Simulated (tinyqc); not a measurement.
Static constant against the gap: interband optics of a two-band s-p chain from momentum matrix elements.

H(k) = [[Es - 2 ts cos ka, 2i V sin ka], [-2i V sin ka, Ep_ + 2 tp cos ka]] in the basis s, p; the lower band is full, with two electrons a cell. The velocity operator times hbar is W = dH/dk (eV angstrom); intra-atomic dipoles are left out.

With w(k) = |<c|W|v>|^2 and D(k) = Ec - Ev, on the mesh k_j = (j + 1/2)/N (2 pi/a): eps(E) = 1 + (8 pi e2/(a Ar)) mean_j (w/D^2) [1/(D - E - i eta) + 1/(D + E + i eta)], e2 = e^2/(4 pi eps0); light polarised along the chains, no local fields.

Constants: e^2/(4 pi eps0) = 14.39964547 eV angstrom; hbar^2/2m0 = 3.80998211 eV angstrom^2.

Inputs chosen for the exercise: a = 4.37 angstrom (period); Ep_ = -3.7 eV (lower orbital (p)); ts = 0.65 eV (s-s hopping); tp = 0.36 eV (p-p hopping); V = 1.5 eV (s-p hopping); Ar = 10.6 angstrom^2 (cross-section per chain).

Es takes the values listed; mesh of 400 points; the Penn-type estimate is 1 + 8 pi c e2 n_eff/(a Ar Dm^2) with Dm the f-weighted mean of D, f = w/(c D), n_eff = 2 mean(f), c = hbar^2/2m0.

Results:
```
Es (eV)  smallest D (eV)  Dm (eV)  n_eff  eps(0)  estimate
2.01               3.690    6.119  6.127   7.856     5.871
2.31               3.990    6.410  5.932   6.829     5.297
2.81               4.490    6.896  5.629   5.549     4.523
4.31               5.990    8.355  4.856   3.435     3.070
5.31               6.990    9.330  4.435   2.720     2.516
7.31               8.990   11.288  3.763   1.954     1.879
```

Give the missing row, Es (eV) = 3.31.

Computed row:
```
Es (eV)  smallest D (eV)  Dm (eV)  n_eff  eps(0)  estimate
3.31               4.990    7.383  5.350   4.631     3.922
```

eps(0) - 1 falls from 6.856 to 0.954, as Dm^-3.22; a fixed n_eff would give the power -2, and n_eff goes from 6.127 to 3.763. The single-gap estimate is low by 28.9 % of eps(0) - 1 in the first row and 7.9 % in the last, since 1/D^2 favours the smallest separations. n_eff need not equal the 2 electrons of the cell: a two-orbital basis with chosen hoppings does not obey the free-electron sum rule.

Computed by tinyqc, a small Python program: `OMP_NUM_THREADS=1 python tinyqc.py 1680154 1680155 out.jsonl` (the numbers bound the seed that draws the inputs); one thread of a shared host (Intel(R) Xeon(R) Processor @ 2.30GHz), about 0.01 s for the whole set of steps.
